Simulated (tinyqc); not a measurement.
Bandgap voltage reference from two bipolar transistors: two steps of the calculation.

Two transistors of area 1 and N carry the same current I. Is(T) = Is (T/T0)^eta exp[(Vg0 q/kB)(1/T0 - 1/T)], VBE1 = Vt ln(I/Is(T)) + I rb, VBE2 = Vt ln(I/(N Is(T))) + I rb/N. The amplifier forces I R1(T) = VBE1 - VBE2 + Vos, with R(T) = R (1 + tc (T - T0)) for both resistors, and the output is Vref = VBE1 + I R2(T). Base currents and the Early effect are neglected.

Values chosen for this exercise; values of the order met in silicon bipolar transistors:
```
symbol    value   unit                                                   meaning
T0          300      K                                     reference temperature
Vg0       1.146      V                      band-gap voltage extrapolated to 0 K
eta         3.3                   temperature exponent of the saturation current
Is      9.7e-17      A           saturation current of the unit transistor at T0
N            15                              area ratio of the second transistor
R1          4.2   kohm  resistor across which the difference of VBE falls, at T0
tc            0  ppm/K                 temperature coefficient of both resistors
Vos           0     mV                                   offset of the amplifier
rb           79    ohm                  series resistance of the unit transistor
R2        31.05   kohm                                     output resistor at T0
```

Constants: q = 1.602176634e-19 C, kB = 1.380649e-23 J/K. Results are converted to the units shown.

Question 1. Operating point at the reference temperature. Vt = kB T/q; I = (Vt ln N + Vos)/(R1(T) - rb (1 - 1/N)). Evaluate at T = T0.

Wanted: Vt; I; Is(T); VBE1; I R2; Vref.

Answer 1.

Vt = 0.02585 V
I = 16.97 uA
Is(T) = 9.700e-17 A
VBE1 = 0.6706 V
I R2 = 0.5268 V
Vref = 1.197 V

Question 2. Resistor for zero slope at T0, ideal case. With tc = 0, Vos = 0 and rb = 0 the current is proportional to T, dVBE/dT = (VBE - Vg0 - (eta - 1) Vt)/T, and Vref has zero slope at T0 when Vref = Vg0 + (eta - 1) Vt0. Find VBE1, its slope, that Vref, R2/R1 and the curvature d2Vref/dT2 = -(eta - 1) kB/(q T0).

Give: VBE1; dVBE/dT; Vref; R2/R1; curvature.

Answer 2.

VBE1 = 0.66879 V
dVBE/dT = -1.7889 mV/K
Vref = 1.2055 V
R2/R1 = 7.6658
curvature = -0.66066 uV/K^2

Numbers from tinyqc (`OMP_NUM_THREADS=1 python tinyqc.py 2062141 2062142 out.jsonl`; about 0.03 s on one thread of a shared Intel Xeon 2.30GHz).
